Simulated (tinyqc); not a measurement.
From results to parameters: two-site tight-binding chain. Computed by the program tinyqc.

Problem. A two-site chain has site energies +delta (A) and -delta (B) and hoppings t1 > t2 > 0, so E = +/- sqrt(delta^2 + |t1 + t2 exp(-ika)|^2). Find delta, t1 and t2.

upper band at k = 0 = 3.917716 eV
upper band at the zone edge = 1.203703 eV
weight of the upper band on site A at the zone edge = 0.778308

Solution. The weight on A is (1 + delta/E)/2, which gives delta; then t1 + t2 = sqrt(E(0)^2 - delta^2) and t1 - t2 = sqrt(E(edge)^2 - delta^2).

delta, t1, t2 (eV): 0.6700  2.4300  1.4300
